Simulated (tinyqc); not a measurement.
Interface traps by the conductance method, one level: one step of the calculation.

MOS capacitor on an n-type substrate; psi is the band bending, negative in depletion; only majority carriers are counted. The traps exchange electrons with the conduction band; their admittance lies in parallel with Cd, and that pair in series with Cox and Rs. w = 2 pi f.

Question. Extraction from the readings. Ignoring Rs: Gp/w = w Cox^2 Gm/[Gm^2 + w^2 (Cox - Cm)^2].

Cox = 191.84074 nF/cm^2
Cm = 109.86548 nF/cm^2
Gm/w = 2.4423890 nF/cm^2

Find: extracted Gp/w.

Answer.

extracted Gp/w = 13.364 nF/cm^2

The uncorrected series resistance makes this 50 % above the true Gp/w.

Computed by the program tinyqc: `OMP_NUM_THREADS=1 python tinyqc.py 2030053 2030054 out.jsonl`, one thread of a shared Intel Xeon 2.30GHz, about 0.01 s for the whole run.
